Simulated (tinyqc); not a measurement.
Three-level Kane dispersion of a narrow-gap semiconductor: sweeps and comparisons. A value that a table varies takes the place of the one given here.

Zero of energy at Gamma8, c = hbar^2/2m0, P^2 = Ep c. The free-electron term and remote bands are left out, so the heavy holes are flat at E = 0 and the other three bands obey E (E - Eg)(E + Dso) = P^2 k^2 (E + 2 Dso/3). The conduction band is the highest root; its edge is Ec = max(Eg, 0).

Degenerate electrons at T = 0: kF = (3 pi^2 n)^(1/3), 1 cm^-3 = 1e-24 angstrom^-3; EF is the highest root at kF. The momentum (cyclotron, optical) mass is m(E) = hbar^2 k/(dE/dk) = c d(k^2)/dE with d(k^2)/dE = k^2 [1/E + 1/(E - Eg) + 1/(E + Dso) - 1/(E + 2 Dso/3)]; the density of states is k d(k^2)/dE/(2 pi^2).

Edge mass m0* = Eg (Eg + Dso)/(Ep (Eg + 2 Dso/3)).
Constants: hbar^2/2m0 = 3.80998211 eV angstrom^2.

Values chosen for the exercise (near those of GaSb; the results hold for these values, not for the real material): Eg = 0.772 eV (E(Gamma6) - E(Gamma8)); Dso = 0.79 eV (spin-orbit splitting); Ep = 27.2 eV (Kane energy); k = 0.04 1/angstrom (wave vector); n = 4.1e+17 cm^-3 (electron density).

## Filling the band

n from 1e15 to 1e19 cm^-3. The last column is the local power d ln(EF - Ec)/d ln n = kF^2/(1.5 (EF - Ec) d(k^2)/dE).

Results:

| n (cm^-3) | kF (1/angstrom) | EF - Ec (meV) | parabolic (meV) | m(EF) | m(EF)/m0* | power |
|---|---|---|---|---|---|---|
| 1.0e+15 | 0.00309 | 1.1 | 1.1 | 0.0342 | 1.00 | 0.666 |
| 1.0e+16 | 0.00667 | 4.9 | 5.0 | 0.0345 | 1.01 | 0.663 |
| 3.0e+16 | 0.00961 | 10.2 | 10.3 | 0.0349 | 1.02 | 0.659 |
| 1.0e+17 | 0.01436 | 22.4 | 23.0 | 0.0359 | 1.05 | 0.650 |
| 3.0e+17 | 0.02071 | 45.5 | 47.9 | 0.0377 | 1.11 | 0.635 |
| 1.0e+18 | 0.03094 | 96.1 | 106.8 | 0.0417 | 1.22 | 0.606 |
| 3.0e+18 | 0.04462 | 183.4 | 222.2 | 0.0485 | 1.42 | 0.568 |
| 1.0e+19 | 0.06665 | 353.0 | 495.8 | 0.0616 | 1.80 | 0.519 |

The power falls from 0.666 to 0.519: 2/3 marks a parabola, 1/3 a linear band. The parabola is within 10 % up to n = 3.0e+17 cm^-3. The mass ends at 1.80 times its edge value. Side valleys are left out; where they lie low (GaSb, grey Sn: about 0.1 eV) they take the electrons long before the last rows.

## Closing and inverting the gap

Eg is varied at fixed k, Dso and Ep. Edge mass: Eg (Eg + Dso)/(Ep (Eg + 2 Dso/3)) for Eg > 0, 3 |Eg|/(2 Ep) for Eg < 0. The Gamma6 weight of the conduction state is 1/(1 + P^2 k^2 [(2/3)/E^2 + (1/3)/(E + Dso)^2]).

Results:

| Eg (eV) | m0* | highest root (eV) | middle (eV) | lowest (eV) | E - Ec (meV) | Gamma6 weight |
|---|---|---|---|---|---|---|
| -0.400 | 0.02206 | 0.2023 | -0.4663 | -0.9259 | 202.3 | 0.266 |
| -0.200 | 0.01103 | 0.2667 | -0.3687 | -0.8881 | 266.7 | 0.384 |
| -0.080 | 0.00441 | 0.3178 | -0.3148 | -0.8729 | 317.8 | 0.467 |
| -0.020 | 0.00110 | 0.3471 | -0.2902 | -0.8668 | 347.1 | 0.510 |
| 0.020 | 0.00109 | 0.3681 | -0.2749 | -0.8632 | 348.1 | 0.538 |
| 0.080 | 0.00422 | 0.4016 | -0.2533 | -0.8583 | 321.6 | 0.580 |
| 0.200 | 0.01002 | 0.4759 | -0.2159 | -0.8501 | 275.9 | 0.657 |
| 0.400 | 0.01888 | 0.6181 | -0.1682 | -0.8399 | 218.1 | 0.759 |

The edge mass vanishes with |Eg| from both sides, yet the kinetic energy at this k stays finite, at most 348.1 meV in the table; at Eg = 0 the two-level form, without the split-off band, gives the linear value sqrt(2/3) P k = 332.5 meV. The Gamma6 weight of the conduction state goes smoothly from 0.27 to 0.76 and is 0.51 and 0.54 in the two rows next to Eg = 0: at finite k nothing jumps at the inversion.

## What each parameter does

Edge mass, EF - Ec and m(EF). Each row changes one parameter from the base and keeps the others.

Results:

| case | m0* (m0) | EF - Ec (meV) | m(EF) (m0) |
|---|---|---|---|
| base | 0.03414 | 55.39 | 0.03852 |
| n = 8.2e+17 cm^-3 | 0.03414 | 85.17 | 0.04087 |
| Eg = 0.8878 eV | 0.03872 | 49.50 | 0.04260 |
| Dso = 0.9085 eV | 0.03462 | 54.66 | 0.03901 |
| Ep = 23.12 eV | 0.04016 | 47.49 | 0.04459 |

The largest shifts from the base row, up to three for each result and ties (the steps differ in size, so this ranks the rows, not the parameters). m0* (m0): Ep +0.00602, Eg +0.00458, Dso +0.00048; unchanged at the printed digits by n. EF - Ec (meV): n +29.78, Ep -7.90, Eg -5.89. m(EF) (m0): Ep +0.00607, Eg +0.00407, n +0.00234.

Program tinyqc; command `OMP_NUM_THREADS=1 python tinyqc.py 1051297 1051298 out.jsonl`; about 0.01 s on one thread of a shared Intel(R) Xeon(R) Processor @ 2.30GHz.
